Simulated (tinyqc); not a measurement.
From results back to parameters: deformation-potential model of the X valleys of a conduction band. Two cases, with inputs chosen for the exercise.

Problem. An ellipsoidal valley with ml > mt has the density-of-states mass m_d = (ml mt^2)^(1/3) and, averaged over equivalent valleys, the conductivity mass m_c = 3/(1/ml + 2/mt).

Find: K = ml/mt; mt; ml.

Method. With K = ml/mt, m_d/m_c = K^(1/3) (2 + 1/K)/3, which rises steadily for K > 1 and so fixes K; then mt = m_d K^(-1/3) and ml = K mt.

Case 1.

m_d = 0.3646944 m0
m_c = 0.2844889 m0

Solution.

K = ml/mt = 5.469
mt = 0.207 m0
ml = 1.132 m0

Case 2.

m_d = 0.3516010 m0
m_c = 0.2716126 m0

Solution.

K = ml/mt = 5.685
mt = 0.197 m0
ml = 1.120 m0

Computed by tinyqc, one run a case: `OMP_NUM_THREADS=1 python tinyqc.py N N+1 out.jsonl` with N = 1081026, 1081034; one thread of a shared Intel(R) Xeon(R) Processor @ 2.30GHz, about 0.03 s a run at most.
